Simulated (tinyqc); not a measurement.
# Worked calculation: charge-trap memory cell

Computed by the program tinyqc: `OMP_NUM_THREADS=1 python tinyqc.py 2130130 2130131 out.jsonl`, one thread of a shared Intel Xeon 2.30GHz, about 0.06 s for the whole run. Printed values are rounded.

Channel, tunnel oxide, storage layer, blocking layer, gate. N electrons per area sit in a sheet at the centroid and shift the threshold by U = (q/eps0) N (tb/eb + xc tn/en). EOT = t1 + 3.9 (tn/en + tb/eb); tunnel field F = (Vg - U)/EOT; dN/dt = eta (J/q)(1 - N/Nm). Fowler-Nordheim: J = A F^2 exp(-B/F), A = q^2/(16 pi^2 hbar mo phi) (times 1e14 for A/cm^2 with F in V/nm, emitter mass m0), B = (4/3) sqrt(mo/C) phi^1.5, C = hbar^2/(2 m0).

Inputs (values chosen for the exercise); oxide values close to those of silicon dioxide, storage layer close to silicon nitride, blocking layer close to silicon dioxide:
- phi = 3.15 eV (tunnel barrier)
- mo = 0.41 m0 (tunnelling mass)
- t1 = 4.9 nm (tunnel oxide (permittivity 3.9))
- tn = 6.6 nm (storage layer)
- en = 7.5 (its relative permittivity)
- tb = 6 nm (blocking layer)
- eb = 3.9 (its relative permittivity)
- xc = 0.58 (charge centroid, share of tn counted from the blocking side)
- eta = 0.49 (capture efficiency of an empty layer)
- Nm = 1.5e13 cm^-2 (trap density)
- Vg = 17.6 V (gate voltage less flat band and surface potential)
- d0 = 2.4e-7 s (first time step)
- gr = 1.4 (growth of the step)
- n = 8 (steps)

Constants: q = 1.602176634e-19 C, hbar = 1.054571817e-34 J s, m0 = 9.1093837015e-31 kg, eps0 = 8.8541878128e-14 F/cm where lengths are in cm, hbar^2/(2 m0) = 0.0380998212 eV nm^2. Results are converted to the units shown.

Range of the model: The Fowler-Nordheim form needs F t1 above phi; trap-assisted paths and leakage through the blocking layer are left out.

## Constants of the stack

EOT, the shift for 1e12 electrons per cm^2, the shift with all traps full, and the starting field, current and rate.

EOT = 14.3320 nm
shift for 1e12 cm^-2 = 0.370744 V
shift with all traps full = 5.56116 V
F(0) = 1.22802 V/nm
J(0) = 0.404843 A/cm^2
dN/dt at the start = 1.23815e18 cm^-2 s^-1

## Midpoint steps of growing length

N(half) = N + (d/2) r(N), N(new) = N + d r(N(half)), r = dN/dt; the step starts at d0 and is multiplied by gr each time. Field in the blocking layer (3.9 F + q N/eps0)/eb.

| step | t (s) | N (cm^-2) | U (V) | F (V/nm) | blocking field (V/nm) |
|---|---|---|---|---|---|
| 0 | 0 | 0 | 0.00000 | 1.22802 | 1.22802 |
| 1 | 2.4e-7 | 2.74654e11 | 0.10183 | 1.22092 | 1.23366 |
| 2 | 5.76e-7 | 6.01104e11 | 0.22286 | 1.21247 | 1.24036 |
| 3 | 1.04640e-6 | 9.77410e11 | 0.36237 | 1.20274 | 1.24809 |
| 4 | 1.70496e-6 | 1.39842e12 | 0.51846 | 1.19185 | 1.25673 |
| 5 | 2.62694e-6 | 1.85667e12 | 0.68835 | 1.17999 | 1.26614 |
| 6 | 3.91772e-6 | 2.34355e12 | 0.86886 | 1.16740 | 1.27613 |
| 7 | 5.72481e-6 | 2.85049e12 | 1.05680 | 1.15428 | 1.28654 |
| 8 | 8.25473e-6 | 3.36975e12 | 1.24931 | 1.14085 | 1.29720 |

A converged integration gives U = 1.261 V at the last time; the steps are 0.95 % below that. The tunnel field falls by 7.10 % while the blocking field rises by 5.63 %.
